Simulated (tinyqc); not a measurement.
Undoped gate-all-around wire MOSFET, analytic charge model: two steps of the calculation.

An undoped round wire of radius R under an insulator shell and a surrounding gate; long channel, electrons only, n = ni exp((psi - V)/Vt) with V the quasi-Fermi potential (0 at the source, Vd at the drain), constant mobility, no quantisation. The radial Poisson equation gives n(r) = n(0)/(1 - (1 - b) r^2/R^2)^2 with b = Q0/(Q + Q0). Q is the electron charge per area of the wire surface.

Parameters, values chosen for the exercise; material values close to those of silicon: temperature T = 300 K; band gap Eg = 1.14 eV; relative permittivity of the semiconductor eps_r = 11.6; conduction-band density of states at T Nc = 2.82e19 cm^-3; valence-band density of states at T Nv = 2.66e19 cm^-3; relative permittivity of the gate insulator eox = 8.64; insulator thickness tox = 1.5 nm; wire radius R = 5 nm; gate work function less that of the intrinsic body dphi = 0.04 V; channel mobility mu = 520 cm^2/(V s); gate length L = 0.2 um; drain voltage Vd = 0.1 V.

Constants: q = 1.602176634e-19 C, kB = 1.380649e-23 J/K, Vt = kB T/q, eps0 = 8.8541878128e-14 F/cm where lengths are in cm. Results are converted to the units shown.

Problem 1. Constants of the wire. ni = sqrt(Nc Nv) exp(-Eg/(2 Vt)), Eg in volts; Cox = eps0 eox/(R ln(1 + tox/R)); Q0 = 4 eps0 eps_r Vt/R; V0 = dphi + Vt ln[8 eps0 eps_r Vt/(q ni R^2)].

Find: ni; Cox; Q0; V0.

Solution 1.

ni = 7.278e9 cm^-3
Cox = 5.832 uF/cm^2
Q0 = 212.4 nC/cm^2
V0 = 0.5676 V

Problem 2. Drain current and line charge. Q solves Vg - V0 - V = Q/Cox + Vt ln(Q/Q0) + Vt ln(1 + Q/Q0). I = mu (2 pi R/L)[2 Vt (Qs - Qd) + (Qs^2 - Qd^2)/(2 Cox) + Vt Q0 ln((Qd + Q0)/(Qs + Q0))], with Qs at V = 0 and Qd at V = Vd. Electrons per length at the source: 2 pi R Qs/q; surface over centre density: (1 + Qs/Q0)^2.

Qs = 1166.6201 nC/cm^2
Qd = 716.51518 nC/cm^2
Cox = 5.8316008 uF/cm^2
Q0 = 212.41777 nC/cm^2

Wanted: first term; second term; third term; I; electrons per length; surface over centre density.

Solution 2.

first term = 1.9009 uA
second term = 5.9361 uA
third term = -0.17722 uA
I = 7.6598 uA
electrons per length = 2.2875 1/nm
surface over centre density = 42.147

The square-law term makes up 77.5 % of the current.

tinyqc, about 0.02 s, one thread, Intel Xeon 2.30GHz (shared host): `OMP_NUM_THREADS=1 python tinyqc.py 2460028 2460029 out.jsonl`
